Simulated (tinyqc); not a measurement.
Changing the ratio (V/G)/xi_c: nucleation and growth of vacancy voids in a cooling silicon-like crystal. Computed by tinyqc, a small Python program. Command: `OMP_NUM_THREADS=1 python tinyqc.py 3001021 3001022 out.jsonl voids sweep`. One thread of a shared host (Intel(R) Xeon(R) Processor @ 2.30GHz), about 0.2 s of CPU time with the checks.

Spherical voids; vacancies are lost only to voids.

Inputs (values chosen for the exercise, for a model crystal): vacancy density at the melting point C_m = 5.8e+14 1/cm^3; formation energy E_f = 4.18 eV; melting point T_m = 1685 K; diffusion prefactor D0 = 0.00094 cm^2/s; migration energy E_m = 0.4 eV; site density rho = 5e+22 1/cm^3; void surface energy gamma = 0.956 J/m^2; cooling rate q = 0.5 K/min; limit of the excess at high V/G = 1.4e+14 1/cm^3; temperature step = 0.25 K.

Vacancy supply: from V/G.

Constants: k_B = 8.617333262e-05 eV/K; k_B = 1.380649e-23 J/K.

Method:
- C = C_x (u - 1)/(u + 0.2) with u = (V/G)/xi_c, a form chosen for the exercise.
- C_e = C_m exp[-(E_f/k_B)(1/T - 1/T_m)]; D = D0 exp(-E_m/(k_B T)); f = k_B T ln(C/C_e); r* = 2 gamma/(rho f); W* = 16 pi gamma^3/(3 rho^2 f^2); Z = f/sqrt(12 pi W* k_B T); I = rho Z (4 pi r* D C) exp(-W*/(k_B T)).
- March down from 1500 K in steps dT, dt = dT/q, with values at the upper end of each step: a class of I dt voids is born with r*; then all classes grow by r^2 += 2 D (C - C_e) dt/rho; C falls by the vacancies added to voids. Stop at 1150 K. T_n is the T of the largest I, N the final count (classes under 1e-6 /cm^3 are dropped), and the mean radius the number average.

One run for each value; columns: (1) ratio (V/G)/xi_c; (2) initial excess C (1/cm^3); (3) temperature of peak nucleation T_n (K); (4) void density N (1/cm^3); (5) mean radius (nm):
```
(1)          (2)      (3)         (4)     (5)
1.05  5.6000e+12  1266.50  9.9934e+05   29.60
1.33  3.0196e+13  1345.25  2.9492e+05   78.13
1.61  4.7182e+13  1367.50  2.1355e+05  101.01
1.89  5.9617e+13  1379.25  1.8032e+05  115.56
2.16  6.8814e+13  1386.75  1.6255e+05  125.51
2.44  7.6364e+13  1392.00  1.5077e+05  133.25
2.72  8.2466e+13  1396.00  1.4262e+05  139.28
3.00  8.7500e+13  1399.00  1.3665e+05  144.10
```

Over the rows, initial excess C (1/cm^3) rises from 5.60e12 to 8.75e13 (exponent d ln y / d ln x 7.1 between the first rows and 0.60 between the last); temperature of peak nucleation T_n (K) rises from 1270 to 1400 (exponent d ln y / d ln x 0.26 between the first rows and 0.022 between the last); void density N (1/cm^3) falls from 999000 to 137000 (exponent d ln y / d ln x -5.2 between the first rows and -0.44 between the last). Near the neutral ratio the excess is small, nucleation late, and the voids small and many.

Caution (rows 1.05): below about 1290 K vacancies bind to oxygen in crucible-grown crystals, which cuts nucleation off; that is left out.

Extremes, crossings and ranges named in words are read from the listed rows.
